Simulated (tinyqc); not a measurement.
Vacuum evaporation: vapour pressure, source flux, thickness distribution, purity and step coverage: one step, computed by the program tinyqc.

Molecular flow, unit sticking of the metal, no re-evaporation. The background gas is taken as water vapour (18.015 g/mol, collision diameter 0.37 nm) at 300 K.

Question. Vapour pressure and flux. log10(p_v/Pa) = A - B/T; flux from the surface Phi = p_v/sqrt(2 pi m k_B T), m = M u. Mass loss = Phi x area x m; heat of evaporation = ln(10) R B; d ln Phi/dT = ln(10) B/T^2 - 1/(2 T).

Inputs (values chosen for the exercise, modelled on copper, with constants for the liquid): molar mass M = 63.55 g/mol; vapour-pressure constant A = 10.84; vapour-pressure constant B = 16410 K; source temperature T = 1520 K; source area = 1.5 cm^2.

Constants: u = 1.6605390666e-27 kg; k_B = 1.380649e-23 J/K; R = 8.314462618 J/(mol K).

Give: vapour pressure p_v; flux Phi; mass loss; heat of evaporation; change of flux per kelvin.

Answer.

vapour pressure p_v = 1.106 Pa

flux Phi = 9.380e+17 1/(cm^2 s)

mass loss = 0.5345 g/h

heat of evaporation = 314.2 kJ/mol

change of flux per kelvin = 1.603 %/K

Holding the rate to 1 % needs the temperature to about 0.62 K.
